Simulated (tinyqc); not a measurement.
Transfer-length model of a contact: effect of the contact resistivity.

A metal contact of length d and width W on a thin layer of the same width. The metal has no resistance, the sheet resistance under it equals Rsh, and current enters the layer at the front edge x = 0.

Transfer length Lt = sqrt(rc/Rsh); front resistance Rc = (Rsh Lt/W) coth(d/Lt); end resistance Re = (Rsh Lt/W)/sinh(d/Lt).

Inputs (values chosen for the exercise): sheet resistance of the semiconductor layer Rsh = 25 ohm/sq; contact length d = 1.5 um; contact width W = 350 um.

Results:
```
rc (ohm cm^2)	Lt (um)	d/Lt	Rc W (ohm um)
3e-8	0.34641	4.3301	8.6633
7e-8	0.52915	2.8347	13.320
3.8e-7	1.2329	1.2167	36.751
8.7e-7	1.8655	0.80408	69.992
2e-6	2.8284	0.53033	145.61
4.7e-6	4.3359	0.34595	325.73
1.1e-5	6.6332	0.22613	745.79
2.5e-5	10.000	0.15000	1679.1
5.8e-5	15.232	0.098480	3879.2
```

Estimate the missing row, rc = 1.6e-7 ohm cm^2.

Computed row:
```
rc (ohm cm^2)	Lt (um)	d/Lt	Rc W (ohm um)
1.6e-7	0.80000	1.8750	20.963
```

With this row back in the table: Rc W rises from 8.66 to 3880 ohm um, as rc^(0.51) between the first two rows (d/Lt = 4.3) and rc^(0.99) between the last two (d/Lt = 0.098); a long contact gives the power 1/2 and a short one 1.

Computed by the program tinyqc: `OMP_NUM_THREADS=1 python tinyqc.py 2760117 2760118 out.jsonl`, one thread of a shared Intel Xeon 2.30GHz, about 0.01 s for the whole run.
